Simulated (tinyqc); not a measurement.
# Worked calculation: one electron in a tunnel-coupled double dot: charge qubit, sensing and quantum capacitance

Numbers from tinyqc (`OMP_NUM_THREADS=1 python tinyqc.py 2470029 2470030 out.jsonl`; about 0.01 s on one thread of a shared Intel Xeon 2.30GHz). Printed values are rounded.

Basis (left, right), H = [[ep/2, tc], [tc, -ep/2]], splitting Om = sqrt(ep^2 + 4 tc^2), ep = al times the gate voltage. In equilibrium the electron is on the right with the chance P_R = [1 + (ep/Om) tanh(Om/2 kB T)]/2.

Values chosen for this exercise: tunnel coupling tc = 18 ueV; electron temperature T = 0.22 K; lever arm of the gate on the detuning al = 0.29 eV/V; parasitic capacitance of the resonator Cp = 0.25 pF; resonator frequency f0 = 425 MHz; loaded quality factor Q = 40; deviation of quasi-static detuning noise se = 6 ueV; detuning ep = 40.5 ueV.

Constants: q = 1.602176634e-19 C, kB = 1.380649e-23 J/K, hbar = 1.054571817e-34 J s, h = 6.62607015e-34 J s, Vt = kB T/q. Results are converted to the units shown.

## Splitting and occupation

Also the frequency Om/h, the mixing angle arctan2(2 tc, ep) and the weight of the right dot in the ground state, (1 + ep/Om)/2.

Om = 54.1872 ueV
Om/h = 13.1024 GHz
mixing angle = 41.6335 degree
ground-state weight = 0.873705
kB T = 18.9581 ueV
P_R = 0.833153

## Capacitance seen by a resonator

q^2 al^2 dP_R/d(ep) splits into Cq = q^2 al^2 (2 tc^2/Om^3) tanh(Om/2 kB T) and Ct = q^2 al^2 (ep/Om)^2/(4 kB T cosh^2(Om/2 kB T)); Ct appears only if relaxation is faster than the drive. A resonator of frequency f0, capacitance Cp and quality factor Q shifts by df = -f0 Cq/(2 Cp) and its phase by -2 Q Cq/Cp.

Cq = 48.9223 aF
Ct = 20.3728 aF
df = -41.5840 kHz
phase shift = -896.974 millidegree

## Dephasing by charge noise

Noise in ep shifts Om by (ep/Om) d + (2 tc^2/Om^3) d^2. For Gaussian d of deviation se the spread of Om is sqrt[(ep se/Om)^2 + 2 (2 tc^2 se^2/Om^3)^2], and T2* is estimated as sqrt(2) hbar/spread; Om T2*/h counts the oscillations within T2*.

first-order spread = 4.48446 ueV
second-order spread = 0.207349 ueV
T2* = 0.207352 ns
oscillations within T2* = 2.71680

At ep = 0 the first-order term vanishes and T2* would be 1.32 ns.
